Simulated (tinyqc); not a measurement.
CIS and TDHF on RHF in the sto-3g basis, frozen core, for BeH+, spin multiplicity 1, step by step. Computed by tinyqc, a small Python program that keeps every step (integrals from PySCF). Settings: charge = 1, multiplicity = 1, basis = sto-3g, method = RHF, frozen orbitals = 1, energy threshold = 1e-10, iteration cap = 66, orthogonalisation = canonical, start = Wolfsberg-Helmholz matrix, DIIS depth = 6, TDHF = 1. Command: `OMP_NUM_THREADS=1 python tinyqc.py 25212 25213 out.jsonl` (the two numbers bound the seeds that draw the settings). One thread of a shared host (Intel(R) Xeon(R) Processor @ 2.60GHz), about 0.05 s of CPU time with the checks. The early iterations of the SCF are left out here.

## One-electron integrals

Geometry (angstrom):
```
atom         x         y         z
Be    0.000000  0.000000  0.000000
H     0.000000  0.000000  1.446000
```

Basis sto-3g: exponents (1/bohr^2) and contraction coefficients of normalised primitives:
```
element  l (shell)   exponent  coefficient
Be           s (1)  30.167871     0.154329
Be           s (1)   5.495115     0.535328
Be           s (1)   1.487193     0.444635
Be           s (2)   1.314833    -0.099967
Be           s (2)   0.305539     0.399513
Be           s (2)   0.099371     0.700115
Be           p (3)   1.314833     0.155916
Be           p (3)   0.305539     0.607684
Be           p (3)   0.099371     0.391957
H            s (1)   3.425251     0.154329
H            s (1)   0.623914     0.535328
H            s (1)   0.168855     0.444635
```

Overlap, kinetic and nuclear-attraction integrals over the contracted functions; the nuclear repulsion is the sum of Za Zb / Rab.

nuclear repulsion = 1.46383737 hartree

overlap S, order 1Be 1s, 1Be 2s, 1Be 2px, 1Be 2py, 1Be 2pz, 2H 1s:
```
[[1.000000, 0.259517, 0.000000, 0.000000, 0.000000, 0.055025],
 [0.259517, 1.000000, 0.000000, 0.000000, 0.000000, 0.417798],
 [0.000000, 0.000000, 1.000000, 0.000000, 0.000000, 0.000000],
 [0.000000, 0.000000, 0.000000, 1.000000, 0.000000, 0.000000],
 [0.000000, 0.000000, 0.000000, 0.000000, 1.000000, 0.494248],
 [0.055025, 0.417798, 0.000000, 0.000000, 0.494248, 1.000000]]
```

kinetic energy T (hartree), order 1Be 1s, 1Be 2s, 1Be 2px, 1Be 2py, 1Be 2pz, 2H 1s:
```
[[6.693975, -0.033012, 0.000000, 0.000000, 0.000000, -0.014516],
 [-0.033012, 0.211111, 0.000000, 0.000000, 0.000000, 0.053726],
 [0.000000, 0.000000, 0.660592, 0.000000, 0.000000, 0.000000],
 [0.000000, 0.000000, 0.000000, 0.660592, 0.000000, 0.000000],
 [0.000000, 0.000000, 0.000000, 0.000000, 0.660592, 0.159834],
 [-0.014516, 0.053726, 0.000000, 0.000000, 0.159834, 0.760032]]
```

nuclear attraction V (hartree), order 1Be 1s, 1Be 2s, 1Be 2px, 1Be 2py, 1Be 2pz, 2H 1s:
```
[[-14.927051, -1.994218, 0.000000, 0.000000, -0.015458, -0.423030],
 [-1.994218, -2.661568, 0.000000, 0.000000, -0.135856, -1.096958],
 [0.000000, 0.000000, -2.608275, 0.000000, 0.000000, 0.000000],
 [0.000000, 0.000000, 0.000000, -2.608275, 0.000000, 0.000000],
 [-0.015458, -0.135856, 0.000000, 0.000000, -2.712868, -1.279608],
 [-0.423030, -1.096958, 0.000000, 0.000000, -1.279608, -2.682990]]
```

core Hamiltonian H = T + V (hartree), order 1Be 1s, 1Be 2s, 1Be 2px, 1Be 2py, 1Be 2pz, 2H 1s:
```
[[-8.233077, -2.027231, 0.000000, 0.000000, -0.015458, -0.437546],
 [-2.027231, -2.450457, 0.000000, 0.000000, -0.135856, -1.043232],
 [0.000000, 0.000000, -1.947683, 0.000000, 0.000000, 0.000000],
 [0.000000, 0.000000, 0.000000, -1.947683, 0.000000, 0.000000],
 [-0.015458, -0.135856, 0.000000, 0.000000, -2.052276, -1.119774],
 [-0.437546, -1.043232, 0.000000, 0.000000, -1.119774, -1.922958]]
```

## Two-electron integrals

Functions are numbered as in S; the eight-fold symmetry (ij|kl) = (ji|kl) = (kl|ij) leaves the list below.

Two-electron integrals (ij|kl) in chemists' order, unique and non-zero (hartree):
```
(11|11) 2.298831   (21|11) 0.392036   (21|21) 0.079539   (22|11) 0.570988
(22|21) 0.143041   (22|22) 0.417683   (31|31) 0.014607   (32|31) 0.021888
(32|32) 0.092265   (33|11) 0.569578   (33|21) 0.143083   (33|22) 0.417589
(33|33) 0.449859   (41|41) 0.014607   (42|41) 0.021888   (42|42) 0.092265
(43|43) 0.024249   (44|11) 0.569578   (44|21) 0.143083   (44|22) 0.417589
(44|33) 0.401360   (44|44) 0.449859   (51|51) 0.014607   (52|51) 0.021888
(52|52) 0.092265   (53|53) 0.024249   (54|54) 0.024249   (55|11) 0.569578
(55|21) 0.143083   (55|22) 0.417589   (55|33) 0.401360   (55|44) 0.401360
(55|55) 0.449859   (61|11) 0.082126   (61|21) 0.016653   (61|22) 0.030196
(61|33) 0.029981   (61|44) 0.029981   (61|51) 0.001478   (61|52) 0.002783
(61|55) 0.030643   (61|61) 0.003658   (62|11) 0.197195   (62|21) 0.050112
(62|22) 0.159146   (62|33) 0.153137   (62|44) 0.153137   (62|51) 0.006568
(62|52) 0.040088   (62|55) 0.171022   (62|61) 0.011606   (62|62) 0.089843
(63|31) 0.004628   (63|32) 0.021593   (63|53) 0.006963   (63|63) 0.008321
(64|41) 0.004628   (64|42) 0.021593   (64|54) 0.006963   (64|64) 0.008321
(65|11) 0.210859   (65|21) 0.054244   (65|22) 0.180676   (65|33) 0.169967
(65|44) 0.169967   (65|51) 0.010680   (65|52) 0.062416   (65|55) 0.201910
(65|61) 0.013137   (65|62) 0.116079   (65|65) 0.154960   (66|11) 0.363738
(66|21) 0.094107   (66|22) 0.334747   (66|33) 0.310475   (66|44) 0.310475
(66|51) 0.014555   (66|52) 0.114385   (66|55) 0.383025   (66|61) 0.022379
(66|62) 0.239425   (66|65) 0.328589   (66|66) 0.774606
```

## Orthogonalisation

S = U s U^T; canonical form X = U s^(-1/2), so that X^T S X = 1. Each column of U has its largest component positive (the first on a tie).

eigenvalues of S: [0.341901, 0.794319, 1.000000, 1.000000, 1.176970, 1.686811]

X, order 1Be 1s, 1Be 2s, 1Be 2px, 1Be 2py, 1Be 2pz, 2H 1s:
```
[[0.232407, 0.794378, 0.000000, 0.000000, 0.598044, 0.187558],
 [-0.838927, -0.586149, 0.000000, 0.000000, 0.446482, 0.386394],
 [0.000000, 0.000000, 0.880359, -0.474309, 0.000000, 0.000000],
 [0.000000, 0.000000, 0.474309, 0.880359, 0.000000, 0.000000],
 [-0.884018, 0.492302, 0.000000, 0.000000, -0.509296, 0.373260],
 [1.177084, -0.204872, 0.000000, 0.000000, -0.182358, 0.518684]]
```

Within a degenerate level the vectors are fixed only up to a rotation; this is one choice.

## Iteration 9 (converged): orbitals

converged F (hartree), order 1Be 1s, 1Be 2s, 1Be 2px, 1Be 2py, 1Be 2pz, 2H 1s:
```
[[-5.012387, -1.408911, 0.000000, 0.000000, 0.017336, -0.303562],
 [-1.408911, -0.868251, 0.000000, 0.000000, -0.137043, -0.520611],
 [0.000000, 0.000000, -0.139353, 0.000000, 0.000000, 0.000000],
 [0.000000, 0.000000, 0.000000, -0.139353, 0.000000, 0.000000],
 [0.017336, -0.137043, 0.000000, 0.000000, -0.311050, -0.427359],
 [-0.303562, -0.520611, 0.000000, 0.000000, -0.427359, -0.522731]]
```

Diagonalise F' = X^T F X, C = X C', fill 2 alpha and 2 beta electrons from the bottom; D = 2 C_occ C_occ^T. Each column has its largest component positive (the first on a tie).

F' = X^T F X (hartree):
```
[[0.241353, -0.309367, 0.000000, 0.000000, -0.221073, -0.075693],
 [-0.309367, -2.093958, 0.000000, 0.000000, -2.107413, -0.809044],
 [0.000000, 0.000000, -0.139353, 0.000000, 0.000000, 0.000000],
 [0.000000, 0.000000, 0.000000, -0.139353, 0.000000, 0.000000],
 [-0.221073, -2.107413, 0.000000, 0.000000, -2.692891, -1.066336],
 [-0.075693, -0.809044, 0.000000, 0.000000, -1.066336, -1.164456]]
```

orbital energies (hartree): [-5.015224, -0.717818, -0.261198, -0.139353, -0.139353, 0.284288]

coefficients C, order 1Be 1s, 1Be 2s, 1Be 2px, 1Be 2py, 1Be 2pz, 2H 1s:
```
[[0.992931, -0.191827, -0.201035, 0.000000, 0.000000, 0.121482],
 [0.026542, 0.571208, 0.759166, 0.000000, 0.000000, -0.701925],
 [0.000000, 0.000000, 0.000000, 0.906378, 0.422467, 0.000000],
 [0.000000, 0.000000, 0.000000, -0.422467, 0.906378, 0.000000],
 [-0.001859, 0.288765, -0.628422, 0.000000, 0.000000, -0.971726],
 [-0.002355, 0.494006, -0.255465, 0.000000, 0.000000, 1.191837]]
```

D after iteration 9, order 1Be 1s, 1Be 2s, 1Be 2px, 1Be 2py, 1Be 2pz, 2H 1s:
```
[[2.045421, -0.166438, 0.000000, 0.000000, -0.114478, -0.194204],
 [-0.166438, 0.653965, 0.000000, 0.000000, 0.329790, 0.564235],
 [0.000000, 0.000000, 0.000000, 0.000000, 0.000000, 0.000000],
 [0.000000, 0.000000, 0.000000, 0.000000, 0.000000, 0.000000],
 [-0.114478, 0.329790, 0.000000, 0.000000, 0.166777, 0.285311],
 [-0.194204, 0.564235, 0.000000, 0.000000, 0.285311, 0.488094]]
```

Within a degenerate level the vectors are fixed only up to a rotation; this is one choice.

## Convergence

Stop when the energy changes by less than 1e-10 hartree and every element of the error matrix X^T (F D S - S D F) X is below 3e-06.

Course of the cycle:
```
iteration   E (hartree)     change  largest element of the error matrix
1          -14.62314574          -                             1.44e-01
2          -14.64810827  -2.50e-02                             4.45e-02
3          -14.65698300  -8.87e-03                             2.42e-02
4          -14.65969221  -2.71e-03                             3.97e-03
5          -14.65969627  -4.06e-06                             1.67e-03
6          -14.65971026  -1.40e-05                             1.20e-04
7          -14.65971034  -7.07e-08                             1.25e-05
8          -14.65971034  -7.60e-10                             1.22e-07
9          -14.65971034  -7.46e-14                             1.48e-09
```

PySCF RHF in the same basis = -14.65971034 hartree

Converged in 9 iterations.

## Integrals over molecular orbitals

(pq|rs) = sum C_ip C_jq C_kr C_ls (ij|kl), one index at a time.

one-electron integrals over orbitals h = C^T H C (hartree):
```
[[-8.223456, 0.164250, 0.202822, 0.000000, 0.000000, -0.073625],
 [0.164250, -2.167050, -0.005757, 0.000000, 0.000000, 0.181380],
 [0.202822, -0.005757, -1.936311, 0.000000, 0.000000, -0.047314],
 [0.000000, 0.000000, 0.000000, -1.947683, 0.000000, 0.000000],
 [0.000000, 0.000000, 0.000000, 0.000000, -1.947683, 0.000000],
 [-0.073625, 0.181380, -0.047314, 0.000000, 0.000000, -1.621670]]
```

Two-electron integrals over orbitals (pq|rs), unique and non-zero (hartree); the lowest 1 orbital is frozen and left out:
```
(22|22) 0.516486    (32|22) -0.067406   (32|32) 0.038456    (33|22) 0.320280
(33|32) 0.030340    (33|33) 0.462103    (42|42) 0.043193    (43|42) 0.031461
(43|43) 0.051540    (44|22) 0.364324    (44|32) 0.022039    (44|33) 0.397035
(44|44) 0.449859    (52|52) 0.043193    (53|52) 0.031461    (53|53) 0.051540
(54|54) 0.024249    (55|22) 0.364324    (55|32) 0.022039    (55|33) 0.397035
(55|44) 0.401360    (55|55) 0.449859    (62|22) 0.051756    (62|32) -0.047636
(62|33) -0.025749   (62|44) -0.058328   (62|55) -0.058328   (62|62) 0.121674
(63|22) -0.056025   (63|32) 0.032910    (63|33) 0.056887    (63|44) 0.020310
(63|55) 0.020310    (63|62) -0.049254   (63|63) 0.050568    (64|42) -0.029286
(64|43) -0.013470   (64|64) 0.025741    (65|52) -0.029286   (65|53) -0.013470
(65|65) 0.025741    (66|22) 0.514950    (66|32) -0.067009   (66|33) 0.348959
(66|44) 0.368525    (66|55) 0.368525    (66|62) 0.081933    (66|63) -0.056786
(66|66) 0.553479
```

## CIS matrix, singlets

A(ia,jb) = (e_a - e_i) d_ij d_ab + 2 (ia|jb) - (ij|ab).

CIS matrix A, singlet (hartree), order 2>3, 2>4, 2>5, 2>6:
```
[[0.213252, 0.000000, 0.000000, -0.039247],
 [0.000000, 0.300528, 0.000000, 0.000000],
 [0.000000, 0.000000, 0.300528, 0.000000],
 [-0.039247, 0.000000, 0.000000, 0.730503]]
```

## CIS singlet states

dipole integrals <i|r|a> (bohr), order 2>3, 2>4, 2>5, 2>6:
```
[[0.000000, 0.000000, -0.787099],
 [0.777369, -0.362335, 0.000000],
 [0.362335, 0.777369, 0.000000],
 [0.000000, 0.000000, 0.777717]]
```

Diagonalise A (1 hartree = 27.211386 eV); each vector has its largest component positive (the first on a tie). The transition dipole is mu = sqrt2 sum c_ia <i|r|a>.

singlet excitation energies (eV): [5.722303, 8.177793, 8.177793, 19.958573]

lowest vectors, order 2>3, 2>4, 2>5, 2>6:
```
[[0.997166, 0.000000, 0.000000, -0.075231],
 [0.000000, 0.419498, 0.907756, 0.000000],
 [0.000000, 0.907756, -0.419498, 0.000000],
 [0.075231, 0.000000, 0.000000, 0.997166]]
```

oscillator strengths 2/3 w |mu|^2: [0.147932, 0.294754, 0.294754, 0.681407]

Within a degenerate level the vectors are fixed only up to a rotation; this is one choice.

## TDHF (RPA) singlet states

B(ia,jb) = 2 (ia|jb) - (ib|ja); the squared energies are the eigenvalues of (A - B)(A + B); 1 hartree = 27.211386 eV.

TDHF matrix B, singlet (hartree), order 2>3, 2>4, 2>5, 2>6:
```
[[0.038456, 0.000000, 0.000000, -0.047636],
 [0.000000, 0.043193, 0.000000, 0.000000],
 [0.000000, 0.000000, 0.043193, 0.000000],
 [-0.047636, 0.000000, 0.000000, 0.121674]]
```

squared energies w^2 (hartree^2): [0.042410, 0.088452, 0.088452, 0.518960]

TDHF energies from the positive w^2 (eV): [5.603856, 8.092888, 8.092888, 19.602768]

## CIS matrix, triplets

A(ia,jb) = (e_a - e_i) d_ij d_ab - (ij|ab).

CIS matrix A, triplet (hartree), order 2>3, 2>4, 2>5, 2>6:
```
[[0.136340, 0.000000, 0.000000, 0.056025],
 [0.000000, 0.214141, 0.000000, 0.000000],
 [0.000000, 0.000000, 0.214141, 0.000000],
 [0.056025, 0.000000, 0.000000, 0.487156]]
```

## CIS triplet states

Diagonalise A (1 hartree = 27.211386 eV); each vector has its largest component positive (the first on a tie).

triplet excitation energies (eV): [3.472439, 5.827087, 5.827087, 13.493741]

lowest vectors, order 2>3, 2>4, 2>5, 2>6:
```
[[0.988076, 0.000000, 0.000000, 0.153964],
 [0.000000, 0.728270, -0.685290, 0.000000],
 [0.000000, 0.685290, 0.728270, 0.000000],
 [-0.153964, 0.000000, 0.000000, 0.988076]]
```

Within a degenerate level the vectors are fixed only up to a rotation; this is one choice.

## TDHF (RPA) triplet states

B(ia,jb) = - (ib|ja); the squared energies are the eigenvalues of (A - B)(A + B); 1 hartree = 27.211386 eV.

TDHF matrix B, triplet (hartree), order 2>3, 2>4, 2>5, 2>6:
```
[[-0.038456, 0.000000, 0.000000, 0.047636],
 [0.000000, -0.043193, 0.000000, 0.000000],
 [0.000000, 0.000000, -0.043193, 0.000000],
 [0.047636, 0.000000, 0.000000, -0.121674]]
```

squared energies w^2 (hartree^2): [0.011584, 0.043991, 0.043991, 0.229781]

TDHF energies from the positive w^2 (eV): [2.928773, 5.707319, 5.707319, 13.043907]
